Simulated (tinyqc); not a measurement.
Bandgap voltage reference from two bipolar transistors: one step of the calculation.

Two transistors of area 1 and N carry the same current I. Is(T) = Is (T/T0)^eta exp[(Vg0 q/kB)(1/T0 - 1/T)], VBE1 = Vt ln(I/Is(T)) + I rb, VBE2 = Vt ln(I/(N Is(T))) + I rb/N. The amplifier forces I R1(T) = VBE1 - VBE2 + Vos, with R(T) = R (1 + tc (T - T0)) for both resistors, and the output is Vref = VBE1 + I R2(T). Base currents and the Early effect are neglected.

Question. Resistor for zero slope at T0, ideal case. With tc = 0, Vos = 0 and rb = 0 the current is proportional to T, dVBE/dT = (VBE - Vg0 - (eta - 1) Vt)/T, and Vref has zero slope at T0 when Vref = Vg0 + (eta - 1) Vt0. Find VBE1, its slope, that Vref, R2/R1 and the curvature d2Vref/dT2 = -(eta - 1) kB/(q T0).

Inputs (values chosen for the exercise); values of the order met in silicon bipolar transistors:
- T0 = 323 K (reference temperature)
- Vg0 = 1.205 V (band-gap voltage extrapolated to 0 K)
- eta = 3.4 (temperature exponent of the saturation current)
- Is = 8.3e-16 A (saturation current of the unit transistor at T0)
- N = 8 (area ratio of the second transistor)
- R1 = 4 kohm (resistor across which the difference of VBE falls, at T0)

Constants: q = 1.602176634e-19 C, kB = 1.380649e-23 J/K. Results are converted to the units shown.

Wanted: VBE1; dVBE/dT; Vref; R2/R1; curvature.

Answer.

VBE1 = 0.6564 V
dVBE/dT = -1.905 mV/K
Vref = 1.272 V
R2/R1 = 10.63
curvature = -0.6403 uV/K^2

Computed by the program tinyqc: `OMP_NUM_THREADS=1 python tinyqc.py 2062158 2062159 out.jsonl`, one thread of a shared Intel Xeon 2.30GHz, about 0.02 s for the whole run.
